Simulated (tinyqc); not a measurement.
## Schottky diode by thermionic emission with image-force lowering and series resistance: effect of the doping on the lowering

Metal on an n-type semiconductor with one parabolic valley; V > 0 is forward bias (metal positive). I = I0 [exp(Vj/(n Vt)) - 1] with Vj = V - I Rs; I0 = S A* T^2 exp(-(phi - dphi)/Vt), the lowering dphi taken at zero bias.

A* = 4 pi q me m0 kB^2/h^3 (times 1e-4 for A/(cm^2 K^2)); Nc = 2 (2 pi me m0 kB T/h^2)^1.5 (times 1e-6 for cm^-3); xi = Vt ln(Nc/Nd), Vbi = phi - xi; surface field Em = sqrt(2 q Nd (Vbi - V - Vt)/(eps0 eps_r)); dphi = sqrt(q Em/(4 pi eps0 eps_r)). Here V = 0 in Em.

Values chosen for this exercise; band and dielectric values those of a made-up semiconductor: temperature T = 300 K; electron mass me = 0.227 m0; relative permittivity eps_r = 10.5; barrier height seen from the metal phi = 1.06 eV; area S = 1.3e-5 cm^2.

Constants: q = 1.602176634e-19 C, kB = 1.380649e-23 J/K, h = 6.62607015e-34 J s, m0 = 9.1093837015e-31 kg, Vt = kB T/q, eps0 = 8.8541878128e-14 F/cm where lengths are in cm. Results are converted to the units shown.

Result of one run:

| Nd (cm^-3) | Vbi (V) | Em (kV/cm) | dphi (meV) | I0 (A) |
|---|---|---|---|---|
| 3.9e15 | 0.89079 | 34.098 | 21.624 | 1.1484e-16 |

What becomes of these results when the donor density Nd is changed from 3.9e15 to 1.3e16 cm^-3, all else the same?

Result of the changed run:

| Nd (cm^-3) | Vbi (V) | Em (kV/cm) | dphi (meV) | I0 (A) |
|---|---|---|---|---|
| 1.3e16 | 0.92192 | 63.364 | 29.478 | 1.5560e-16 |

The whole series:

| Nd (cm^-3) | Vbi (V) | Em (kV/cm) | dphi (meV) | I0 (A) |
|---|---|---|---|---|
| 1.1e14 | 0.79855 | 5.4125 | 8.6155 | 6.9428e-17 |
| 3.5e14 | 0.82847 | 9.8399 | 11.617 | 7.7974e-17 |
| 1.2e15 | 0.86032 | 18.578 | 15.962 | 9.2246e-17 |
| 3.9e15 | 0.89079 | 34.098 | 21.624 | 1.1484e-16 |
| 1.3e16 | 0.92192 | 63.364 | 29.478 | 1.5560e-16 |
| 4.3e16 | 0.95284 | 117.21 | 40.093 | 2.3460e-16 |
| 1.4e17 | 0.98336 | 214.95 | 54.294 | 4.0635e-16 |
| 4.8e17 | 1.0152 | 404.58 | 74.487 | 8.8742e-16 |

dphi rises from 8.62 to 74.5 meV, as Nd^(0.26) (1/4 at fixed Vbi), and I0 grows by a factor of 12.8. Emission limits the current only if the drift velocity at the surface is well above A* T^2/(q Nc) = 5.65e6 cm/s; with a mobility of 1080 cm^2/(V s) it is less than three times that in 2 of the rows, where I0 is overstated.

Computed by the program tinyqc: `OMP_NUM_THREADS=1 python tinyqc.py 2640024 2640025 out.jsonl`, one thread of a shared Intel Xeon 2.30GHz, about 0.01 s for the whole run.
